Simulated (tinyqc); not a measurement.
Balance functions: hot carriers by balance equations with a heated Maxwellian. Computed by tinyqc, a small Python program. Command: `OMP_NUM_THREADS=1 python tinyqc.py 3006542 3006543 out.jsonl hot walk`. One thread of a shared host (Intel(R) Xeon(R) Processor @ 2.30GHz), about 0.02 s of CPU time with the checks.

The carriers follow a Maxwellian at an electron temperature T_e, slightly displaced; the drift energy is neglected against k_B T_e. The balance averages the rate, not the time, so mu_0 lies below the relaxation-time value.

Inputs (values chosen for the exercise, modelled on electrons in silicon):
```
quantity                                          value       unit
effective mass m                                  0.323        m_0
density rho                                        2329     kg/m^3
sound velocity v_l                                 9130        m/s
acoustic deformation potential D_A                  9.7         eV
phonon energy hbar w                               60.7        meV
optical or intervalley deformation potential D_o    4.3  1e8 eV/cm
final valleys Z_f                                     5          -
lattice temperature T                               300          K
```

Band: parabolic. Solver: damped fixed point.

Constants: k_B = 8.617333262e-05 eV/K; k_B = 1.380649e-23 J/K; e = 1.602176634e-19 C; hbar = 1.054571817e-34 J s; m_0 = 9.1093837015e-31 kg; hbar = 6.582119569e-16 eV s.

Method:
- Parabolic band: E = hbar^2 k^2/(2 m), speed v = hbar k/m, states per spin, volume and energy g(E) = m k/(2 pi^2 hbar^2). Masses are multiplied by m_0 and all formulas are in SI units.
- Phonon occupation N_q = 1/(exp(hbar w/(k_B T)) - 1).
- Acoustic deformation potential (elastic, equipartition, absorption and emission together): 1/tau = 2 pi k_B T D_A^2 g(E)/(hbar rho v_l^2).
- Optical or intervalley deformation potential: 1/tau = (pi Z_f D_o^2/(rho w)) [N_q g(E + hbar w) + (N_q + 1) g(E - hbar w)], with g = 0 below the band edge.
- Averages over the Maxwellian, <y> = int y x^(1/2) exp(-x) dx / int x^(1/2) exp(-x) dx with x = E/(k_B T_e), split at x_0 = hbar w/(k_B T_e): 64 Gauss-Legendre points in sqrt(x) below it and 128 in sqrt(x - x_0) above it, up to x = 32. Momentum balance: mu(T_e) = e/(m nu), nu = <x (sum of rates)>/<x>. Power lost per carrier: P(T_e) = hbar w <emission rate - absorption rate> + <(2 m v_l^2/(k_B T)) (E - 2 k_B T) acoustic rate>.
- The field that sustains T_e follows from e mu F^2 = P.

Against the electron temperature:
```
T_e (K)  mu (cm^2/(V s))  P optical (1e9 eV/s)  P acoustic (1e9 eV/s)  F (kV/cm)  drift velocity (1e7 cm/s)
330               1091.6                  6.56             1.3960e-01      2.478                     0.2705
390                949.3                 20.52             4.5529e-01      4.701                     0.4463
480                804.2                 42.20             1.0102e+00      7.330                     0.5895
600                680.4                 70.59             1.8824e+00     10.320                     0.7022
900                516.4                134.10             4.6109e+00     16.389                     0.8464
1500               379.0                232.88             1.1905e+01     25.415                     0.9632
2400               291.5                341.61             2.6354e+01     35.528                     1.0357
3600               234.7                451.47             5.0720e+01     46.256                     1.0857
```

What does the comparison show, and why?

Optical phonons take 98 % of the power in the first row and 90 % in the last. The velocity grows as F^0.78 at first and as F^0.18 at the end, so it levels off; if optical phonons alone set both balances the limit at high T_e would be sqrt(3 hbar w tanh(hbar w/2 k_B T)/(4 m)) = 1.43 in the same unit. Rows above 1400 K (k_B T_e > 0.12 eV) stretch the parabolic band.
